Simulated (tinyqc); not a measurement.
Thinning the body: Gamma, L and X subbands of a thin body with non-parabolic valleys.

Hard walls, flat band, c = hbar^2/2m0, energies from the bulk Gamma edge. For a valley at angle theta to the normal 1/m_z = cos^2/ml + sin^2/mt and m_d = sqrt(ml mt^2/m_z). Subband n starts at E_v + e with e (1 + a e) = c (n pi/t)^2/m_z, and its density-of-states mass is taken as m_d (1 + 2 a e), without further growth at higher in-plane energy. Groups are named by valley and degeneracy.

n_i = g m/(2 pi c) kB T ln(1 + exp((EF - E_i)/kB T)), sum n_i = Ns (1e12/cm^2 = 1e-4/angstrom^2), c = hbar^2/2m0. Quantum capacitance Cq = 1602.176634 sum g m/(2 pi c) f_i in microfarad/cm^2 with f_i = 1/(1 + exp((E_i - EF)/kB T)); Cox = 34.5313/eot (one gate); C/Cox = Cq/(Cq + Cox), the centroid term left out.

Constants: hbar^2/2m0 = 3.80998211 eV angstrom^2; kB = 8.617333262e-05 eV/K.

Values chosen for the exercise (near those of a thin Ge channel; the results hold for these values, not for the real material):
- face = 100 (surface)
- mG = 0.0375 m0 (Gamma mass)
- aG = 1.04 1/eV (Gamma non-parabolicity)
- EL = -0.142 eV (L edge above Gamma)
- mL = (1.563, 0.082) m0 (L valleys (four, along <111>): ml, mt)
- EX = 0.052 eV (X edge above Gamma)
- mX = (0.882, 0.194) m0 (Delta valleys (six, along <100>): ml, mt)
- aS = 0.51 1/eV (non-parabolicity of L and X)
- Ns = 3.1 x 1e12/cm^2 (sheet density)
- T = 300 K (temperature)
- eot = 8 angstrom (equivalent oxide thickness)
- ts = (20, 26, 34, 45, 60, 85, 130) angstrom (thicknesses)

Lowest edge of each valley type, the lowest group, the Gamma share and C/Cox, with n = 1 to 8 of all groups.

Results:
```
t (angstrom)  Gamma (eV)  L (eV)  X (eV)  lowest  Gamma share (%)  C/Cox
20                 1.145   0.458   0.153      X2              0.0  0.764
26                 0.807   0.246   0.113      X2              0.0  0.767
34                 0.551   0.100   0.088      X2              0.0  0.805
45                 0.360   0.002   0.073      L4              0.0  0.801
60                 0.226  -0.058   0.064      L4              0.0  0.800
85                 0.123  -0.099   0.058      L4              0.0  0.799
130                0.056  -0.124   0.055      L4              0.0  0.803
```

What can be read from this table?

From 130 down to 20 angstrom Gamma rises by 1.09 eV, L by 0.58 and X by 0.10 eV, the light Gamma mass moving most. The lowest group changes from L4 to X2 between 45 and 34 angstrom. The Gamma share stays near 0 %. C/Cox is 0.80 and 0.76 at the ends and lies between 0.76 and 0.81. Hard walls overstate the rise in the thinnest rows.

tinyqc: `OMP_NUM_THREADS=1 python tinyqc.py 1252713 1252714 out.jsonl`; about 0.04 s, one thread, shared Intel(R) Xeon(R) Processor @ 2.30GHz.
